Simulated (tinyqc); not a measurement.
## MOS structure on a p-type body, non-linear Poisson equation by Newton steps: charge and capacitance against gate voltage

One dimension, insulator interface at x = 0, acceptor density Na, uniform, net doping C = -(acceptor density). psi is counted from the intrinsic level: n = ni exp((psi - Vb)/Vt), p = ni exp(-psi/Vt); deep in the body psi_b = -Vt ln(Na/ni). The gate acts through Cox = eps0 eox/tox and has the potential psi_G = Vg - (phiM - chi - Vt ln(Nc/ni)). Boltzmann statistics, full ionisation, classical densities, no oxide or interface charge.

ni = sqrt(Nc Nv) exp(-Eg/(2 Vt)), Eg in volts. The Poisson equation d/dx(eps0 eps_r dpsi/dx) = -q (p - n + C), with eps0 eps_r dpsi/dx = -Cox (psi_G - psi_0) at x = 0, is solved on a mesh of about 600 nodes or more. N_inv is the integral of n less its value deep in the body. C_LF = Cox (1 - dpsi_0/dVg) with all carriers following; C_HF is the same with the electron quasi-Fermi level shifting uniformly so that N_inv stays fixed. The centroid is that of the same excess.

Parameters, values chosen for the exercise; band and dielectric values close to those of silicon:
- T = 250 K (temperature)
- Eg = 1.13 eV (band gap)
- eps_r = 11.6 (relative permittivity)
- Nc = 2.09e19 cm^-3 (conduction-band density of states at T)
- Nv = 2.02e19 cm^-3 (valence-band density of states at T)
- chi = 4 eV (electron affinity)
- Na = 5.9e17 cm^-3 (acceptor density deep in the body)
- eox = 3.9 (relative permittivity of the gate insulator (close to silicon dioxide))
- tox = 1.5 nm (insulator thickness)
- phiM = 4.42 eV (gate work function)
- Vb = 0.5 V (electron quasi-Fermi potential against the body)

Constants: q = 1.602176634e-19 C, kB = 1.380649e-23 J/K, Vt = kB T/q, eps0 = 8.8541878128e-14 F/cm where lengths are in cm. Results are converted to the units shown.

Charge and capacitance against gate voltage:
```
Vg (V)  psi_0 - psi_b (V)  N_inv (cm^-2)  C_LF/Cox  C_HF/Cox  centroid (nm)
0.85                 1.27         1.79e6    0.0789    0.0789          0.457
0.98                 1.39         4.48e8    0.0768    0.0756          0.436
1.12                 1.51        1.21e11     0.314    0.0727          0.414
1.26                 1.57        1.29e12     0.784    0.0718          0.376
1.4                  1.59        2.97e12     0.881    0.0716          0.339
1.54                 1.60        4.78e12     0.916    0.0716          0.308
1.68                 1.61        6.63e12     0.935    0.0716          0.284
1.81                 1.62        8.39e12     0.946    0.0716          0.265
1.95                 1.63        1.03e13     0.954    0.0716          0.247
```

N_inv goes from 1.79e6 to 1.03e13 cm^-2 and passes 2e11 cm^-2 at Vg = 1.14 V. Below threshold it takes 54.2 mV a decade between Vg = 0.85 and 0.98 V, against Vt ln 10 = 49.6 mV. C_LF/Cox is lowest, 0.0768, at Vg = 0.98 V among the rows listed and ends at 0.954, while C_HF/Cox ends at 0.0716. Between the last two rows q dN_inv/dVg is 0.949 Cox. Where the classical centroid is under about 2 nm, confinement would move the charge away from the interface and raise the threshold. Above about 2e12 cm^-2 degeneracy matters too.

Program tinyqc, `OMP_NUM_THREADS=1 python tinyqc.py 2080022 2080023 out.jsonl`; Intel Xeon 2.30GHz, shared host, one thread, about 0.3 s.
